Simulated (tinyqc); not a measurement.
Reset of a mushroom phase-change cell, hemispherical electro-thermal model: two steps of the calculation.

Current spreads from a hemispherical contact of radius r0 into a large dome with constant rho and ka: j = I/(2 pi r^2). With s = r0/r the steady rise is T - T0 = c (b s - s^2), c = I^2 rho/(8 pi^2 ka r0^2). The heat lost through the heater, (T(r0) - T0)/Rh, fixes b = (2 + g)/(1 + g), g = 1/(2 pi ka r0 Rh).

Parameters, values chosen for the exercise; values of the order of Ge-Sb-Te and related chalcogenides: ambient temperature T0 = 300 K; melting point Tm = 894 K; radius of the heater contact r0 = 18 nm; resistivity of the hot chalcogenide rho = 6.3 mohm cm; its thermal conductivity ka = 1.3 W/(m K); thermal resistance of the path through the heater Rh = 5 K/uW; reset current I = 880 uA.

Question 1. Constants and melting current. The peak lies at s = b/2 with the rise c b^2/4; melting starts at the current where that equals Tm - T0, and the molten shell spans the roots of s^2 - b s + (Tm - T0)/c = 0 (s at most 1). Electrical resistance rho/(2 pi r0).

Find: g; b; resistance; radius of the peak; melting current; power at that current.

Answer 1.

g = 1.3603
b = 1.4237
resistance = 0.55704 kohm
radius of the peak = 25.287 nm
melting current = 786.65 uA
power at that current = 344.71 uW

Question 2. Temperature profile and molten shell. 

r, point 0 to 7 (nm): 18  20.7  24.3  28.8  36  46.8  63  90
b = 1.4236752

Wanted: c; T; peak T; inner radius of the melt; outer radius of the melt.

Answer 2.

c = 1467.0 K
T, point 0 to 7 (K): 921.53  1006.8  1042.1  1032.3  977.51  886.27  776.97  659.02
peak T = 1043.3 K
inner radius of the melt = 18.000 nm
outer radius of the melt = 45.828 nm

The melt reaches the contact.

Range of the model: Constant properties, no latent heat, thermoelectric terms, boundary resistance or heating in the heater itself.

Program tinyqc, `OMP_NUM_THREADS=1 python tinyqc.py 2490002 2490003 out.jsonl`; Intel Xeon 2.30GHz, shared host, one thread, about 0.01 s.
